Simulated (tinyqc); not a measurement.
Worked calculation: plane-wave Kohn-Sham cycle with exchange-only LDA in a layered model solid. One step of it, computed by the program tinyqc.

Task: Iteration 1: levels at that k. Diagonalise the Hermitian matrix.

H (hartree), lower triangle:
```
,-2,-1,+0,+1,+2
-2,1.062844
-1,-0.315000,-0.077312
+0,0.000000,-0.315000,-0.388264
+1,0.000000,0.000000,-0.315000,0.129989
+2,0.000000,0.000000,0.000000,-0.315000,1.477446
```

Give: eigenvalues.

Result:

eigenvalues (hartree): -0.693  -0.070  0.270  1.149  1.550
